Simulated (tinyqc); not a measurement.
Space-charge-limited current through a thin insulating or semi-insulating film with traps. Changing the temperature T. Computed by tinyqc, a small Python program. Command: `OMP_NUM_THREADS=1 python tinyqc.py 3014089 3014090 out.jsonl sclc sweep`. One thread of a shared host (Intel(R) Xeon(R) Processor @ 2.30GHz), about 0.01 s of CPU time with the checks.

One ohmic injecting contact at x = 0 (field zero), drift only, non-degenerate free carriers.

Inputs (values chosen for the exercise, modelled on an amorphous oxide semiconductor): permittivity eps = 10; band mobility mu = 9.1 cm^2/(V s); effective density of states N_c = 4.8e+18 1/cm^3; trap density N_t = 4.3e+14 1/cm^3; equilibrium Fermi level below the band edge, E_0 = 0.65 eV; thickness d = 2200 nm; free density at the anode, in units of N_c = 0.00041; characteristic temperature T_c = 500 K.

Traps: exponential tail.

Constants: k_B = 8.617333262e-05 eV/K; e = 1.602176634e-19 C; eps_0 = 8.8541878128e-12 F/m.

Method:
- Free density n_0 = N_c exp(-E_0/k_B T) in equilibrium; trapped density n_t(n) = N_t (n/N_c)^(T/T_c) (the low-temperature form).
- theta = n/(n + n_t) at the anode density; trap-filled-limit voltage V_TFL = e (N_t - n_t(n_0)) d^2/(2 eps eps_0).
- J = e mu n F and (eps eps_0/e) dF/dx = n - n_0 + n_t(n) - n_t(n_0) = rho(n). With F = J/(e mu n): d = (eps eps_0 J/(e^2 mu)) I_1 and V = (eps eps_0 J^2/(e^3 mu^2)) I_2, I_k = int_(n_L)^infinity dn/(n^(k+1) rho(n)), n_L the density at the anode; with u = n_L/n, 200 Gauss-Legendre points in t, u = 1 - (1 - t)^2.
- Anode field J/(e mu n_L); Mott-Gurney current (9/8) eps eps_0 mu V^2/d^3; ohmic current e n_0 mu V/d.

One run for each value:
```
temperature T (K)   theta  voltage V (V)  current density J (A/cm^2)  n_0 (1/cm^3)
200                0.9904          23.14                       452.9     2.004e+02
236                0.9945          23.07                       451.5     6.317e+04
271                0.9968          23.04                       450.8     3.919e+06
307                0.9982          23.01                       450.3     1.025e+08
343                0.9990          23.00                       450.0     1.351e+09
379                0.9994          22.99                       449.8     1.091e+10
414                0.9997          22.99                       449.7     5.869e+10
450                0.9998          22.98                       449.6     2.521e+11
```

Over the rows, theta rises from 0.9904 to 0.9998 (exponent d ln y / d ln x 0.025 between the first rows and 0.0018 between the last); voltage V (V) falls from 23.14 to 22.98 (exponent d ln y / d ln x -0.017 between the first rows and -0.0022 between the last); current density J (A/cm^2) falls from 452.9 to 449.6 (exponent d ln y / d ln x -0.018 between the first rows and -0.0023 between the last). The anode density is held fixed; heating frees trapped charge, so less voltage is needed for it.
